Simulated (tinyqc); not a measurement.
Time-domain thermoreflectance: layered heat flow under a modulated pulse train, and what the signal ratio measures: one step, computed by the program tinyqc. Command: `OMP_NUM_THREADS=1 python tinyqc.py 3112265 3112266 out.jsonl tdtr walk`. One thread of a shared host (Intel(R) Xeon(R) Processor @ 2.30GHz), about 0.2 s of CPU time with the checks.

Pulses repeat at 80 MHz; heat is laid down at the surface, all layers are isotropic, and the film is in perfect contact with the substrate.

Problem. Impedance at k = 0 and the modulation frequency. For radial wave number k and angular frequency W each layer has u = sqrt(4 pi^2 k^2 + i W C/kappa) and gamma = kappa u. Surface impedance from below: Z = 1/gamma for the substrate; a layer of thickness L maps Z to (Z + tanh(u L)/gamma)/(1 + gamma Z tanh(u L)); a boundary adds 1/G. Take k = 0 and W = 2 pi f.

Inputs (values chosen for the exercise, modelled on aluminium on GaAs):
```
quantity                                value        unit
metal thickness d                          71          nm
metal conductivity                        160     W/(m K)
metal heat capacity                      2.42  MJ/(m^3 K)
boundary conductance G under the metal    270  MW/(m^2 K)
film thickness                            140          nm
film conductivity                         8.1     W/(m K)
film heat capacity                          2  MJ/(m^3 K)
substrate conductivity kappa             49.5     W/(m K)
substrate heat capacity C                1.72  MJ/(m^3 K)
modulation frequency f                      2         MHz
```

Stack: metal, film, substrate.

Give: Z of the substrate; Z at the surface.

Solution.

Z of the substrate = 21.62-21.62i m^2 K/GW

Z at the surface = 34.93-24.45i m^2 K/GW
